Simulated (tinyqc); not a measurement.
Orbital energy against energy difference: ionisation energy by orbital energies and by energy differences in the 6-31g* basis, for BeH2, spin multiplicity 1. Computed by the program tinyqc with PySCF. The cation is unrestricted; errors are against CCSD(T) in this basis, not against experiment.

Geometry (angstrom):
```
atom       x        y       z
Be    0.0000   0.0000  0.0000
H     0.0000   1.2970  0.0000
H     0.0000  -1.2750  0.0000
```

CCSD(T) difference in the same basis = 11.7775 eV

IP-EOM-CCSD = 11.8305 eV

First vertical ionisation energy (eV):
```
method     -e(HOMO)  E(cation) - E  error of -e(HOMO)  error of the difference
HF           12.269       11.43618              0.491                   -0.341
LDA           7.398       11.70048             -4.379                   -0.077
PBE           7.416       11.72246             -4.361                   -0.055
B3LYP         8.622       11.97611             -3.155                    0.199
PBE0          8.811       11.90938             -2.967                    0.132
CAM-B3LYP    10.316       12.07266             -1.462                    0.295
LC-wPBE      11.797       12.22829              0.019                    0.451
```

What does the comparison show, and why?

Koopmans errs by +0.49 eV and Delta-HF by -0.34 eV: relaxation, 0.83 eV, lowers the value and the missing correlation difference works against it. The PBE level is off by -4.4 eV through the wrong tail of its potential, though its energy difference is off by -0.06 eV; exact exchange deepens the level, and among the orbital energies LC-wPBE comes closest; among the differences PBE does.
